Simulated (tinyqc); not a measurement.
Tight binding, dimerised chain, step by step. One step of it, computed by the program tinyqc.

Task: Open chain of 4 cells. The same hoppings without the wrap-around bond.

H of the open chain (eV):
$$\begin{pmatrix}
0.000000 & -2.080000 & 0.000000 & 0.000000 & 0.000000 & 0.000000 & 0.000000 & 0.000000 \\
-2.080000 & 0.000000 & -0.320000 & 0.000000 & 0.000000 & 0.000000 & 0.000000 & 0.000000 \\
0.000000 & -0.320000 & 0.000000 & -2.080000 & 0.000000 & 0.000000 & 0.000000 & 0.000000 \\
0.000000 & 0.000000 & -2.080000 & 0.000000 & -0.320000 & 0.000000 & 0.000000 & 0.000000 \\
0.000000 & 0.000000 & 0.000000 & -0.320000 & 0.000000 & -2.080000 & 0.000000 & 0.000000 \\
0.000000 & 0.000000 & 0.000000 & 0.000000 & -2.080000 & 0.000000 & -0.320000 & 0.000000 \\
0.000000 & 0.000000 & 0.000000 & 0.000000 & 0.000000 & -0.320000 & 0.000000 & -2.080000 \\
0.000000 & 0.000000 & 0.000000 & 0.000000 & 0.000000 & 0.000000 & -2.080000 & 0.000000
\end{pmatrix}$$

Give: levels; weights of the highest filled level on the sites.

Result:

levels (eV): [-2.3437, -2.1919, -1.9948, -1.8266, 1.8266, 1.9948, 2.1919, 2.3437]

weights of the highest filled level on the sites: [0.0825, 0.0636, 0.1825, 0.1714, 0.1714, 0.1825, 0.0636, 0.0825]

The bulk gap runs from -1.7600 to 1.7600 eV; no level of this chain lies inside it.
